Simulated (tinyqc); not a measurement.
Geometry optimisation on the unrestricted B3LYP (VWN-RPA form)/6-31g surface (energies and gradients from PySCF), for H2-, spin multiplicity 2, step by step. The basis has no diffuse functions, so it cannot describe the extra electron: this is an exercise in the method, not the real anion. One step of it, computed by the program tinyqc.

Task: Step 3: move. Quasi-Newton step p = -H^(-1) g (the inverse Hessian comes from BFGS updates; coordinates in the order x, y, z of each atom); steps longer than 0.3 bohr are cut back.

positions after step 2 (bohr):
```
           x         y          z
1H  0.000000  0.000000  -0.340253
2H  0.000000  0.000000   1.797232
```

gradient (hartree/bohr):
```
             x           y            z
1H  0.00000000  0.00000000   0.02529996
2H  0.00000000  0.00000000  -0.02529996
```

inverse Hessian in use (bohr^2/hartree):
```
          1         2          3         4         5          6
1  3.333333  0.000000   0.000000  0.000000  0.000000   0.000000
2  0.000000  3.333333   0.000000  0.000000  0.000000   0.000000
3  0.000000  0.000000   5.242801  0.000000  0.000000  -1.909468
4  0.000000  0.000000   0.000000  3.333333  0.000000   0.000000
5  0.000000  0.000000   0.000000  0.000000  3.333333   0.000000
6  0.000000  0.000000  -1.909468  0.000000  0.000000   5.242801
```

Give: positions after step 3.

Result:

positions after step 3 (bohr):
```
         x       y        z
1H  0.0000  0.0000  -0.5212
2H  0.0000  0.0000   1.9782
```
